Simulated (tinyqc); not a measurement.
Junctionless gate-all-around wire, depletion approximation: two steps of the calculation.

A uniformly doped n-type wire of radius R under a surrounding gate; long channel. Below flat band a shell from radius rc to R is fully depleted and the neutral core, at channel potential V (0 at the source, Vd at the drain), carries the current with constant mobility; s = (rc/R)^2 is the share of the cross-section that conducts. The edge of the depleted shell is taken as abrupt, so there is no subthreshold current.

Values chosen for this exercise; material values close to those of silicon: wire radius R = 15 nm; donor density Nd = 1.1e18 cm^-3; flat-band voltage Vfb = 1.03 V; effective mobility in the wire mu = 31 cm^2/(V s); gate length L = 0.5 um; gate voltage Vg = 0.93 V; drain voltage Vd = 0.05 V.

Constants: q = 1.602176634e-19 C. Results are converted to the units shown.

Question 1. Conducting share at the source by Newton steps. With V = 0: f = A (1 - s + s ln s) + B (1 - s) - (Vfb - Vg); f' = A ln s - B; s(new) = s - f/f'.

s at the start = 0.5
A = 0.094884412 V
B = 0.058193798 V

Give: f; f'; s after iteration 1.

Answer 1.

f = -0.05635 V
f' = -0.1240 V
s after iteration 1 = 0.04547

Question 2. Core radius, conductance and current. s solves Vfb - Vg + V = A (1 - s + s ln s) + B (1 - s), and s = 0 where the left side exceeds A + B. I = (q mu Nd pi R^2/L)[g(s0) - g(sL)], g = A (s^2/4 - (s^2/2) ln s) + B s^2/2, with s0 at V = 0 and sL at V = Vd. rc = R sqrt(s0); the small-signal conductance at Vd = 0 is q mu Nd pi R^2 s0/L.

s0 = 0.16330740
sL = 0.0046441769
A = 0.094884412 V
B = 0.058193798 V

Give: rc at the source; conductance; I.

Answer 2.

rc at the source = 6.0617 nm
conductance = 0.12613 uS
I = 0.0028537 uA

Computed by the program tinyqc: `OMP_NUM_THREADS=1 python tinyqc.py 2460031 2460032 out.jsonl`, one thread of a shared Intel Xeon 2.30GHz, about 0.01 s for the whole run.
